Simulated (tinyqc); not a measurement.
## A tight-binding chain with uneven site energies, recursive Green functions: effect of the strength of the potential

The device has N = 5 slices of 1 site(s), nearest-neighbour hopping -t, and site energies U; the leads are semi-infinite continuations with site energy 0. V = <i+1|H|i> = -t 1.

Sigma = t^2 g(E), g(x) = (x - i sqrt(4 t^2 - x^2))/(2 t^2) for |x| < 2 t and (x - sign(x) sqrt(x^2 - 4 t^2))/(2 t^2) otherwise; Gamma = i (Sigma - Sigma^dagger); both leads give the same. Forward pass: g_1 = (E - H_1 - Sigma)^(-1), g_i = (E - H_i - V g_(i-1) V^dagger)^(-1), with Sigma also subtracted on the last slice; G_(i,1) = g_i V G_(i-1,1), starting from g_1. H_i is the block of slice i, its site energy. T(E) = Tr[Gamma G_(N,1) Gamma G_(N,1)^dagger]. All U are multiplied by the factor sc.

Parameters, values chosen for the exercise:
```
symbol                             value  unit                        meaning
t                                      1    eV    hopping (matrix element -t)
U       [-0.12, 1.79, 0.13, -0.32, 0.73]    eV  site energies, slice by slice
E                                   0.76    eV                         energy
```

Effect of the strength of the potential:
```
sc      T(E)  reflection, modes - T(E)
0      1.000                         0
0.25  0.9085                   0.09146
0.5   0.7361                    0.2639
0.75  0.5794                    0.4206
1     0.4609                    0.5391
1.25  0.3757                    0.6243
1.5   0.3156                    0.6844
1.75  0.2741                    0.7259
2     0.2472                    0.7528
```

What does the table show?

T(E) falls from 1.00 to 0.247. At sc = 0 the device equals the leads and transmits all 1 open mode(s). Between the first two non-zero rows the reflection goes as sc^(1.53); the sc^2 of weak scattering holds only at smaller sc than these rows.

tinyqc, about 0.01 s, one thread, Intel Xeon 2.30GHz (shared host): `OMP_NUM_THREADS=1 python tinyqc.py 2660029 2660030 out.jsonl`
